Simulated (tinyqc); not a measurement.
## Film thickness from the threshold shift

Inverse problem. Undoped body with a flat potential across it, hard walls, transport along x. Three valley pairs (g = 2 each) with the longitudinal mass along x, y or z. Non-parabolicity enters the subband edges through E (1 + al E) = gamma, so E = 2 gamma/(1 + sqrt(1 + 4 al gamma)); motion within a subband is taken as parabolic with the band-edge mass. Energies are counted from the bulk band edge. gamma = C (pi k/(t + dl))^2/mz, C = hbar^2/(2 m0). Each subband has N_k = g sqrt(mx my) m0 kB T/(pi hbar^2); without degeneracy n = exp(EF/Vt) sum N_k exp(-E_k/Vt). Classical value Nc times t, Nc = sum over valleys of 2 g (m m0 kB T/(2 pi hbar^2))^1.5 with m = (mx my mz)^(1/3). Threshold shift dVT = Vt ln(classical value/sum N_k exp(-E_k/Vt)). Find t and the lowest subband edge.

Values chosen for this exercise; masses close to those of silicon:
- T = 300 K (temperature)
- ml = 0.912 m0 (longitudinal mass)
- mt = 0.187 m0 (transverse mass)
- al = 0 1/eV (non-parabolicity)
- dl = 0 nm (widening of the box by penetration into the insulator)

Constants: q = 1.602176634e-19 C, kB = 1.380649e-23 J/K, hbar = 1.054571817e-34 J s, m0 = 9.1093837015e-31 kg, Vt = kB T/q, hbar^2/(2 m0) = 0.0380998212 eV nm^2. Results are converted to the units shown.

dVT = 17.112378 mV

Answer. dVT is evaluated for trial values of t with all subbands; between 1.5 and 25 nm one value matches.

t = 8.40 nm
E_1 = 5.84 meV

Computed by the program tinyqc: `OMP_NUM_THREADS=1 python tinyqc.py 2350149 2350150 out.jsonl`, one thread of a shared Intel Xeon 2.30GHz, about 0.1 s for the whole run.
